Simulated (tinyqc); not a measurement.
Frequency dispersion of an accumulation capacitance by border traps, distributed model: two steps of the calculation.

Traps spread evenly through the insulator exchange electrons with the semiconductor by tunnelling, with tau(x) = t0 exp(2 ka x) at depth x from the interface. The admittance per area Y seen at depth x obeys dY/dx = -Y^2/(i w eps0 eox) + q Nb ln(1 + i w tau)/tau, with Y(0) = i w Cs and w = 2 pi f; the gate sees Y(tox) = G + i w C. Working variable y = Y/(i w), in uF/cm^2. Cox = eps0 eox/tox.

Inputs (values chosen for the exercise); permittivity close to that of silicon dioxide: relative permittivity of the insulator eox = 3.92; insulator thickness tox = 9.8 nm; semiconductor capacitance in accumulation Cs = 7.8 uF/cm^2; density of border traps Nb = 1.8e19 cm^-3 eV^-1; decay constant of the wave function in the insulator ka = 4.1 1/nm; time constant of a trap at the interface t0 = 1e-9 s; frequency f = 10000 Hz; depth down to which the steps are taken xe = 1.8 nm.

Constants: q = 1.602176634e-19 C, eps0 = 8.8541878128e-14 F/cm where lengths are in cm. Results are converted to the units shown.

Question 1. Scales and lumped estimate. Cox; trap-free value 1/(1/Cox + 1/Cs); response depth d = ln(1/(w t0))/(2 ka), where w tau = 1; lumped estimate: all traps within d act as C_bt = q Nb d placed at d/2, so C = 1/{1/[1/(1/Cs + d/(2 eps0 eox)) + C_bt] + (tox - d/2)/(eps0 eox)}.

Wanted: Cox; trap-free C; d; C_bt; lumped C.

Answer 1.

Cox = 0.35417 uF/cm^2
trap-free C = 0.33878 uF/cm^2
d = 1.1799 nm
C_bt = 0.34027 uF/cm^2
lumped C = 0.34197 uF/cm^2

The traps within reach amount to 0.0436 Cs and lie in the first 12.0 % of the insulator.

Question 2. Midpoint steps through the active depth. In terms of y: dy/dx = -y^2/(eps0 eox) + s(x), s = q Nb ln(1 + z)/z, z = i w tau. 11 midpoint steps of h = xe/11: y_half = y + (h/2) y'(x, y), y(new) = y + h y'(x + h/2, y_half).

Find: x; s; y.

Answer 2.

```
point  x (nm)  s (uF/(cm^2 nm))   y (uF/cm^2)
0           0    0.2884+0.0000i  7.800+0.000i
1      0.1636    0.2884+0.0000i  5.922+0.000i
2      0.3273    0.2884-0.0001i  4.734+0.000i
3      0.4909    0.2884-0.0005i  3.938+0.000i
4      0.6545    0.2884-0.0019i  3.376+0.000i
5      0.8182    0.2881-0.0074i  2.961-0.001i
6      0.9818    0.2847-0.0279i  2.644-0.003i
7       1.145    0.2471-0.0861i  2.394-0.010i
8       1.309    0.1237-0.1116i  2.180-0.025i
9       1.473    0.0387-0.0628i  1.988-0.034i
10      1.636    0.0106-0.0256i  1.822-0.034i
11      1.800    0.0028-0.0091i  1.679-0.031i
```

tinyqc, about 0.8 s, one thread, Intel Xeon 2.30GHz (shared host): `OMP_NUM_THREADS=1 python tinyqc.py 2202052 2202053 out.jsonl`
